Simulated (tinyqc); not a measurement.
# One level coupled to a phonon between two leads, self-consistent Born approximation: two studies

Wide-band leads with mu_L = +V/2 and mu_R = -V/2; phonons in equilibrium, Nq = 1/(exp(w0/kB T) - 1). Scattering links only energies that differ by w0, so a ladder E_k = E1 + k w0 closes on itself; terms that reach past its ends are dropped. Gn and Gp are the electron and hole parts of the spectral function A = Gn + Gp.

Parameters, values chosen for the exercise: temperature of leads and phonons T = 300 K; phonon energy w0 = 20 meV; level ed = -3 meV; coupling to the left lead GL = 5.5 meV; coupling to the right lead GR = 11 meV; electron-phonon matrix element M = 6.8 meV; bias V = 75 mV.

Constants: q = 1.602176634e-19 C, kB = 1.380649e-23 J/K, h = 6.62607015e-34 J s, Vt = kB T/q. Results are converted to the units shown.

Each table varies one quantity; the others keep the values above.

## Effect of the coupling

|G|^2 = 1/[(E - ed)^2 + (GL + GR + Sin + Sout)^2/4], Gn = |G|^2 (GL fL + GR fR + Sin), Gp = |G|^2 (GL (1 - fL) + GR (1 - fR) + Sout), f = 1/(1 + exp((E - mu)/kB T)). Sin(E) = M^2 [(Nq + 1) Gn(E + w0) + Nq Gn(E - w0)], Sout(E) = M^2 [(Nq + 1) Gp(E - w0) + Nq Gp(E + w0)]. Spectral currents into the level: iL = GL [fL Gp - (1 - fL) Gn], iR = GR [fR Gp - (1 - fR) Gn]. Here E - ed is replaced by E - ed - R(E), with the real part R(E) = (1/2 pi) P int [Sin + Sout](y) dy/(E - y). The total for one spin is I = (q/h) times the integral of iL over all E (all ladders, each long enough that its ends do not matter); the power given to phonons is (1/h) times the integral of E (iL + iR).

The same in every row: I without phonons (uA) = 0.4828.

Effect of the coupling:

| M (meV) | I (uA) | ratio of the two | power to phonons (nW) | share of I V (%) |
|---|---|---|---|---|
| 1 | 0.4826 | 0.9995 | 0.01812 | 0.05006 |
| 2.8 | 0.4809 | 0.9960 | 0.1341 | 0.3717 |
| 4.7 | 0.4774 | 0.9887 | 0.3434 | 0.9590 |
| 6.5 | 0.4725 | 0.9787 | 0.5944 | 1.677 |
| 8.3 | 0.4663 | 0.9658 | 0.8794 | 2.514 |
| 10.2 | 0.4584 | 0.9494 | 1.202 | 3.497 |
| 12 | 0.4498 | 0.9315 | 1.513 | 4.485 |

Read the table: what changes, and by how much?

The ratio to the current without phonons falls from 0.999 to 0.932, and the power to phonons rises from 0.0181 to 1.51 nW, as M^(1.94) between the first two rows (lowest order gives 2). Phonons lower the current here: the level lies inside the bias window, and broadening, sidebands and the shift R move weight out of it.

## Current against bias

Same model as above.

Result of one run:

| V (mV) | I (uA) | I without phonons (uA) | ratio of the two | power to phonons (nW) | share of I V (%) |
|---|---|---|---|---|---|
| 78 | 0.4862 | 0.4974 | 0.9774 | 0.6800 | 1.793 |

What becomes of these results when the bias V is changed from 78 to 36 mV, all else the same?

Result of the changed run:

| V (mV) | I (uA) | I without phonons (uA) | ratio of the two | power to phonons (nW) | share of I V (%) |
|---|---|---|---|---|---|
| 36 | 0.2473 | 0.2550 | 0.9699 | 0.1760 | 1.977 |

The whole series:

| V (mV) | I (uA) | I without phonons (uA) | ratio of the two | power to phonons (nW) | share of I V (%) |
|---|---|---|---|---|---|
| 8 | 0.05649 | 0.05839 | 0.9676 | 0.009173 | 2.030 |
| 22 | 0.1539 | 0.1589 | 0.9684 | 0.06809 | 2.011 |
| 36 | 0.2473 | 0.2550 | 0.9699 | 0.1760 | 1.977 |
| 50 | 0.3348 | 0.3444 | 0.9720 | 0.3226 | 1.927 |
| 64 | 0.4147 | 0.4255 | 0.9746 | 0.4950 | 1.865 |
| 78 | 0.4862 | 0.4974 | 0.9774 | 0.6800 | 1.793 |
| 92 | 0.5489 | 0.5600 | 0.9803 | 0.8655 | 1.714 |
| 106 | 0.6031 | 0.6135 | 0.9831 | 1.042 | 1.630 |
| 120 | 0.6492 | 0.6586 | 0.9857 | 1.203 | 1.545 |

I rises from 0.0565 to 0.649 uA; its ratio to the current without phonons rises from 0.968 to 0.986, and the share of I V given to phonons falls from 2.03 to 1.54 %. Emission at zero temperature needs V above w0 = 20 mV; the rest of I V is released in the leads.

Range of the model: The self-consistent Born approximation keeps only non-crossing phonon lines and no Hartree shift; it is rough once the coupling nears the phonon energy.

Computed by the program tinyqc: `OMP_NUM_THREADS=1 python tinyqc.py 2720038 2720039 out.jsonl`, one thread of a shared Intel Xeon 2.30GHz, about 0.1 s for the whole run.
